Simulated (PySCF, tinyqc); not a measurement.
Inside a calculation. Method: CIS and TDHF on RHF in the 3-21g basis, for H3+, spin multiplicity 1. The lowest restricted solution is unstable here: a spin-polarised one lies 0.0023 hartree lower (PySCF). One step of it, computed by the program tinyqc.

Question. CIS triplet states. Diagonalise A (1 hartree = 27.211386 eV); each vector has its largest component positive (the first on a tie).

CIS matrix A, triplet (hartree), order 1>2, 1>3, 1>4, 1>5, 1>6:
$$\begin{pmatrix}
0.096565 & 0.000000 & 0.000000 & -0.079807 & 0.000000 \\
0.000000 & 0.426237 & 0.054671 & 0.000000 & 0.117856 \\
0.000000 & 0.054671 & 1.210545 & 0.000000 & 0.026292 \\
-0.079807 & 0.000000 & 0.000000 & 1.327238 & 0.000000 \\
0.000000 & 0.117856 & 0.026292 & 0.000000 & 1.320103
\end{pmatrix}$$

Give: triplet excitation energies; lowest vectors.

Answer.

triplet excitation energies (eV): [2.4874, 11.0950, 32.7998, 36.2562, 36.5661]

lowest vectors, order 1>2, 1>3, 1>4, 1>5, 1>6:
$$\begin{pmatrix}
0.9979 & 0.0000 & 0.0000 & -0.0644 & 0.0000 \\
0.0000 & 0.9900 & 0.0297 & 0.0000 & 0.1379 \\
0.0000 & -0.0633 & 0.9672 & 0.0000 & 0.2459 \\
0.0644 & 0.0000 & 0.0000 & 0.9979 & 0.0000 \\
0.0000 & -0.1261 & -0.2522 & 0.0000 & 0.9594
\end{pmatrix}$$
